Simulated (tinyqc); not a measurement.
Filling the band: three-level Kane dispersion of a narrow-gap semiconductor.

Zero of energy at Gamma8, c = hbar^2/2m0, P^2 = Ep c. The free-electron term and remote bands are left out, so the heavy holes are flat at E = 0 and the other three bands obey E (E - Eg)(E + Dso) = P^2 k^2 (E + 2 Dso/3). The conduction band is the highest root; its edge is Ec = max(Eg, 0).

Degenerate electrons at T = 0: kF = (3 pi^2 n)^(1/3), 1 cm^-3 = 1e-24 angstrom^-3; EF is the highest root at kF. The momentum (cyclotron, optical) mass is m(E) = hbar^2 k/(dE/dk) = c d(k^2)/dE with d(k^2)/dE = k^2 [1/E + 1/(E - Eg) + 1/(E + Dso) - 1/(E + 2 Dso/3)]; the density of states is k d(k^2)/dE/(2 pi^2).

Edge mass m0* = 3 |Eg|/(2 Ep).
Constants: hbar^2/2m0 = 3.80998211 eV angstrom^2.

Parameters, chosen for this exercise (out of a larger set: near those of grey Sn; not measured data): Eg = -0.413 eV (E(Gamma6) - E(Gamma8)); Dso = 0.79 eV (spin-orbit splitting); Ep = 22.5 eV (Kane energy).

n from 1e15 to 1e19 cm^-3. The last column is the local power d ln(EF - Ec)/d ln n = kF^2/(1.5 (EF - Ec) d(k^2)/dE).

Results:

| n (cm^-3) | kF (1/angstrom) | EF - Ec (meV) | parabolic (meV) | m(EF) | m(EF)/m0* | power |
|---|---|---|---|---|---|---|
| 1.0e+15 | 0.00309 | 1.3 | 1.3 | 0.0277 | 1.00 | 0.665 |
| 1.0e+16 | 0.00667 | 6.1 | 6.1 | 0.0281 | 1.02 | 0.660 |
| 3.0e+16 | 0.00961 | 12.5 | 12.8 | 0.0288 | 1.04 | 0.652 |
| 1.0e+17 | 0.01436 | 27.2 | 28.5 | 0.0302 | 1.10 | 0.637 |
| 3.0e+17 | 0.02071 | 54.2 | 59.4 | 0.0328 | 1.19 | 0.613 |
| 1.0e+18 | 0.03094 | 110.8 | 132.4 | 0.0382 | 1.39 | 0.574 |
| 3.0e+18 | 0.04462 | 203.5 | 275.5 | 0.0468 | 1.70 | 0.531 |
| 1.0e+19 | 0.06665 | 374.3 | 614.7 | 0.0625 | 2.27 | 0.483 |

The power falls from 0.665 to 0.483: 2/3 marks a parabola, 1/3 a linear band. The parabola is within 10 % up to n = 3.0e+17 cm^-3. The mass has doubled by n = 1.0e+19 cm^-3 and ends at 2.3 times its edge value. Side valleys are left out; where they lie low (GaSb, grey Sn: about 0.1 eV) they take the electrons long before the last rows.

Run: tinyqc, `OMP_NUM_THREADS=1 python tinyqc.py 1080865 1080866 out.jsonl`; Intel(R) Xeon(R) Processor @ 2.30GHz, one thread, shared host; about 0.01 s of CPU time with all checks.
